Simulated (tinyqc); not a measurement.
Ballistic Schottky-barrier transistor with a two-dimensional channel, WKB contacts: two steps of the calculation.

Source Fermi level 0, drain Fermi level -Vd. Far from the contacts Ec = pn - psi, and the gate moves psi one to one; the band edges relax as exp(-x/lam) from pn at the source and pn - Vd at the drain; Ev = Ec - Eg. A carrier of energy w inside the channel band meets at a contact a barrier of height D (the contact edge beyond the channel edge): T = 1 for w >= D, else exp(-S), S = 4 lam sqrt(m/C) [sqrt(D - w) - sqrt(w) arctan sqrt((D - w)/w)], C = hbar^2/(2 m0). The two contacts combine as Ts Td/(Ts + Td - Ts Td).

Values chosen for this exercise; channel values close to those of a molybdenum disulphide layer:
- T = 300 K (temperature)
- Eg = 1.7 eV (band gap)
- pn = 0.42 eV (barrier for electrons at both contacts)
- mp = 0.62 m0 (hole mass)
- g = 2 (valleys or subbands)
- lam = 1.4 nm (screening length at the contacts)
- Vd = 0.7 V (drain bias)
- ps = -1.14 V (band shift psi of the channel by the gate)
- w0 = 0.66 eV (energy of one carrier inside the channel band)
- wm = 2 eV (upper end of the grid)
- nE = 13 (points of the grid)

Constants: q = 1.602176634e-19 C, kB = 1.380649e-23 J/K, hbar = 1.054571817e-34 J s, h = 6.62607015e-34 J s, m0 = 9.1093837015e-31 kg, Vt = kB T/q, hbar^2/(2 m0) = 0.0380998212 eV nm^2. Results are converted to the units shown.

Question 1. Transmission of one of the holes. S and T at both contacts for w = w0, and the tunnelling distance lam ln(D/w) at the higher barrier.

D for holes (eV): source 1.1400000, drain 1.8400000

Find: S at the source; S at the drain; combined T; tunnelling distance.

Answer 1.

S at the source = 2.6920
S at the drain = 7.4963
combined T = 5.5094e-4
tunnelling distance = 1.4354 nm

Question 2. Current of the holes on a coarse grid. I/W = g (2 q^2/h) int T(w) [N(Es + w) - N(Ed + w)] dw with w the energy of motion along the channel, N(y) = (1/2 pi) sqrt(pi m kB T/C) Fm(-y/kB T), Fm(x) = (1/sqrt(pi)) int_0^infinity u^(-1/2)/(1 + exp(u - x)) du. Electrons: Ds = psi, Dd = psi - Vd, Es = Ec, Ed = Ec + Vd. Holes: Ds = -psi, Dd = Vd - psi, Es = -Ev, Ed = -Ev - Vd. The size of each current is taken; both flow from drain to source and add. Simpson's rule on nE equally spaced w from 0 to wm.

Find: w; Ts; Td; T; size of the supply difference; current.

Answer 2.

```
point  w (eV)         Ts         Td          T  size of the supply difference (1/um)
0       0.000  3.349e-11  4.919e-14  4.912e-14                                 959.2
1       0.167   1.099e-5   2.377e-8   2.372e-8                                 803.9
2       0.333   7.076e-4   2.316e-6   2.308e-6                                 607.8
3       0.500    0.01064   5.446e-5   5.419e-5                                 291.9
4       0.667    0.07230   6.048e-4   6.002e-4                                 2.921
5       0.833     0.2822   0.004102   0.004060                              0.004684
6       1.000     0.6947    0.01934    0.01918                              7.425e-6
7       1.167      1.000    0.06825    0.06825                              1.177e-8
8       1.333      1.000     0.1883     0.1883                             1.866e-11
9       1.500      1.000     0.4154     0.4154                             2.958e-14
10      1.667      1.000     0.7356     0.7356                             4.690e-17
11      1.833      1.000     0.9978     0.9978                             7.436e-20
12      2.000      1.000      1.000      1.000                             1.179e-22
```

current = 0.6004 uA/um

Range of the model: No scattering, image-force lowering, channel charge or band-to-band tunnelling; parabolic kappa overstates S deep in the gap.

Numbers from tinyqc (`OMP_NUM_THREADS=1 python tinyqc.py 2390138 2390139 out.jsonl`; about 0.5 s on one thread of a shared Intel Xeon 2.30GHz).
